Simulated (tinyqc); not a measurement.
Velocity overshoot from momentum and energy balance equations after a field step: one step, computed by the program tinyqc. Command: `OMP_NUM_THREADS=1 python tinyqc.py 3029987 3029988 out.jsonl overshoot walk`. One thread of a shared host (Intel(R) Xeon(R) Processor @ 2.30GHz), about 0.03 s of CPU time with the checks.

At t = 0 the field jumps from 0 to F in a uniform sample. v is the drift velocity and u = w - (3/2) k_B T the excess energy per carrier.

Question. Constants and steady state. dv/dt = e F/m - v/tau_m(u), du/dt = e F v - u/tau_E, tau_m(u) = tau_0/(1 + c u), tau_0 = m mu_0/e, c = mu_0/(e tau_E v_s^2); this choice gives the steady state v (1 + mu_0 F v/v_s^2) = mu_0 F, which saturates at v_s. Steady velocity v = 2 mu_0 F/(1 + sqrt(1 + 4 (mu_0 F/v_s)^2)); u = e F v tau_E; carrier temperature T + 2u/(3 k_B), neglecting the drift energy m v^2/2.

Inputs (values chosen for the exercise, modelled on holes in silicon except for tau_E):

| quantity | value | unit |
|---|---|---|
| effective mass m | 0.41 | m_0 |
| low-field mobility mu_0 | 440 | cm^2/(V s) |
| saturation velocity v_s | 0.92 | 1e7 cm/s |
| energy relaxation time tau_E | 0.57 | ps |
| field after the step F | 46 | kV/cm |
| lattice temperature T | 300 | K |

Scheme: explicit Euler.

Constants: m_0 = 9.1093837015e-31 kg; e = 1.602176634e-19 C; k_B = 8.617333262e-05 eV/K.

Give: tau_0; c; acceleration e F/m; steady velocity; steady excess energy; steady carrier temperature.

Answer.

tau_0 = 102.6 fs

c = 9.120 1/eV

acceleration e F/m = 0.01973 1e7 cm/s per fs

steady velocity = 0.7344 1e7 cm/s

steady excess energy = 0.1926 eV

steady carrier temperature = 1790 K

tau_E/tau_0 = 5.56, and in the steady state tau_m has shrunk to 37.2 fs.
